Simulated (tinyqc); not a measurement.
Lossy on-chip transmission line with skin effect: one step of the calculation.

A uniform line in a homogeneous dielectric: c = sqrt(er)/(c0 Z0), l = Z0 sqrt(er)/c0 (c0 = 299792458 m/s), g = w c td, w = 2 pi f. The resistance joins its limits as r = sqrt(r_dc^2 + r_hf^2), with r_dc = rho/(wd th), r_hf = kr rho/(2 delta (wd + th)), delta = sqrt(rho/(pi f mu0)), mu0 = 4 pi 1e-7 H/m; this is an interpolation, and internal inductance, up to 0.05 nH/mm at low frequency, is neglected.

Task. Propagation constant and impedance. gamma = sqrt((r + i w l)(g + i w c)) = alpha + i beta, Zc = sqrt((r + i w l)/(g + i w c)), roots with positive real part; loss 8.685889638 alpha in dB; phase velocity w/beta.

Parameters, values chosen for the exercise:
- len = 3.3 mm (length)
- f = 19 GHz (frequency)

r = 5.6133454 ohm/mm
l = 0.24664578 nH/mm
c = 121.80039 pF/m
g = 0.29081187 S/m

Give: gamma len; Zc; loss; phase velocity over c0; r/(w l).

Result.

gamma len = 0.227+2.167i
Zc = 45.24-3.82i ohm
loss = 0.5964 dB/mm
phase velocity over c0 = 0.6064
r/(w l) = 0.1906

Numbers from tinyqc (`OMP_NUM_THREADS=1 python tinyqc.py 2810201 2810202 out.jsonl`; about 0.01 s on one thread of a shared Intel Xeon 2.30GHz).
